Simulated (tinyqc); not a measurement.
Worked calculation: regular and subregular solution with a miscibility gap. Computed by tinyqc, a small Python program that keeps every step. Command: `OMP_NUM_THREADS=1 python tinyqc.py 3023406 3023407 out.jsonl regsol walk`. One thread of a shared host (Intel(R) Xeon(R) Processor @ 2.30GHz), about 0.02 s of CPU time with the checks. Intermediate numbers are printed to about 5 digits and carried at full precision; extremes and crossings named in words are read from the listed rows.

Per mole of mixing sites: G(x) = x (1 - x) [L0 + L1 (1 - 2x)] + R T [x ln x + (1 - x) ln(1 - x)], x the fraction of B.

Inputs (values chosen for the exercise, for a model alloy): interaction L0 = 7.83 kJ/mol; size misfit eta = d ln a/dx = 0.019; asymmetry L1 = 0 kJ/mol; temperature T = 422 K; overall fraction x0 = 0.43; coherency modulus Y = 77.8 GPa; molar volume V_m = 27.4 cm^3/mol; gradient coefficient kappa = 4.2e-10 J/m; start value s0 = 0.05.

Source of L0: given.

Constants: R = 8.314462618 J/(mol K).

## Interaction parameter

L0 and eta are given.

L0 = 7.83 kJ/mol

eta = 0.019

## G, chemical potentials and activities

G' = L0 (1 - 2x) + L1 (1 - 6x + 6x^2) + R T ln[x/(1 - x)]; G'' = -2 L0 - 6 L1 (1 - 2x) + R T/[x (1 - x)]. mu_A = G - x G', mu_B = G + (1 - x) G', activity = exp(mu/(R T)).

G, G'' and activities at x = 0.02, 0.1, 0.2, 0.35, 0.5, 0.65, 0.8, 0.9, 0.98:
```
x     G (kJ/mol)  G'' (kJ/mol)  activity of A  activity of B
0.02    -0.19052        163.36        0.98088        0.17054
0.10    -0.43592         23.33        0.92031        0.60957
0.20    -0.50296          6.27        0.87470        0.83425
0.35    -0.49037         -0.24        0.85435        0.89855
0.50    -0.47455         -1.63        0.87350        0.87350
0.65    -0.49037         -0.24        0.89855        0.85435
0.80    -0.50296          6.27        0.83425        0.87470
0.90    -0.43592         23.33        0.60957        0.92031
0.98    -0.19052        163.36        0.17054        0.98088
```

G'' is negative at 3 of the nine compositions (0.35, 0.5, 0.65), where the solution is unstable.

## Critical point

The spinodal is G'' = 0, R T_s(x) = x (1 - x) [2 L0 + 6 L1 (1 - 2x)]; the critical point is its maximum.

critical composition x_c = 0.5

critical temperature T_c = 470.87 K

With L1 = 0 this is x_c = 1/2 and T_c = L0/(2 R).

## Spinodal at T

Solve G'' = 0 on each side of x_c.

spinodal x_s1 = 0.33893

spinodal x_s2 = 0.66107

## First Newton step for the common tangent

Common tangent: F1 = G'(x1) - G'(x2) = 0 and F2 = [G - x G'](x1) - [G - x G'](x2) = 0. Newton step: J = [[G''(x1), -G''(x2)], [-x1 G''(x1), x2 G''(x2)]], J dx = -F; a step that would leave 0 < x < 1 is halved until it stays inside. The start is x1 = s0, x2 = 1 - s0.

F (kJ/mol): F1 -6.5683, F2 3.2842

J (kJ/mol):
$$\begin{pmatrix}
58.207 & -58.207 \\
-2.910 & 55.297
\end{pmatrix}$$

new (x1, x2): [0.10642, 0.89358]

## Binodal by Newton steps

Stop when the step is below 1e-12, or when x1 and x2 meet within 1e-5; residuals under 1e-7 are shown as 0.

Iteration:
```
step       x1       x2  F1 (kJ/mol)  F2 (kJ/mol)
1     0.05000  0.95000  -6.5683e+00   3.2842e+00
2     0.10642  0.89358  -2.6049e+00   1.3025e+00
3     0.16775  0.83225  -8.3335e-01   4.1667e-01
4     0.21174  0.78826  -1.9581e-01   9.7904e-02
5     0.23000  0.77000  -2.2771e-02   1.1386e-02
6     0.23275  0.76725  -4.5026e-04   2.2513e-04
7     0.23280  0.76720  -1.8736e-07            0
8     0.23280  0.76720            0            0
```

solubility limit x1 = 0.23280

solubility limit x2 = 0.76720

Converged: the gap runs from 0.2328 to 0.7672, outside the spinodal as it must.

## Lever rule at x0

Inside the gap the B-rich phase has the fraction f = (x0 - x1)/(x2 - x1), and the gain is (1 - f) G(x1) + f G(x2) - G(x0); outside it one phase remains.

fraction f of the B-rich phase = 0.36901

free energy of decomposition = -27.067 J/mol

x0 lies inside the chemical spinodal: coherency strain aside, small waves of composition grow without a barrier.

## Fastest-growing wave

Linear Cahn-Hilliard theory, coherency strain left out, with energy density G/V_m + kappa (grad x)^2: the rate goes as -k^2 (G''/V_m + 2 kappa k^2), so k_c^2 = -G''/(2 kappa V_m), the fastest wave has k_m = k_c/sqrt(2) and length 2 pi/k_m.

G''(x0) = -1.3446 kJ/mol

k_c = 0.24170 1/nm

fastest wavelength = 36.763 nm

## Coherent spinodal

If the lattice stays coherent, G'' gains 2 eta^2 Y V_m (eta = d ln a/dx, Y the biaxial modulus, E/(1 - nu) if isotropic), which is L0 replaced by L0 - eta^2 Y V_m (1 GPa cm^3/mol = 1 kJ/mol); the program reports 0 if the result is not positive.

eta^2 Y V_m = 0.76955 kJ/mol

top of the coherent spinodal = 424.59 K

Coherency strain lowers the top by 46 K.

## The phase diagram

For this table each start is x_s1/6 and 1 - (1 - x_s2)/6. The dilute estimate of x1 is exp(-(L0 + L1)/(R T)).

Binodal and spinodal:
```
T (K)  binodal x1  spinodal x_s1  spinodal x_s2  binodal x2  dilute estimate of x1
188     0.0071186        0.11246        0.88754     0.99288              0.0066761
235      0.021073        0.14612        0.85388     0.97893               0.018181
283      0.046657        0.18418        0.81582     0.95334               0.035876
330      0.086084        0.22652        0.77348     0.91392               0.057629
377       0.14527        0.27676        0.72324     0.85473               0.082252
424       0.23785        0.34226        0.65774     0.76215                0.10849
452       0.32945        0.39992        0.60008     0.67055                0.12450
```

The dilute estimate is 0.94 of x1 at the lowest T and 0.38 at the highest: it drops the pull of the other solutes and the impurity of the second phase. Near the top the binodal is 1.70 times as wide as the spinodal; the mean-field limit at T_c is sqrt(3) = 1.73.

Checks made by the program: binodal against the lower hull of G on 40001 points (relative difference 4e-06).
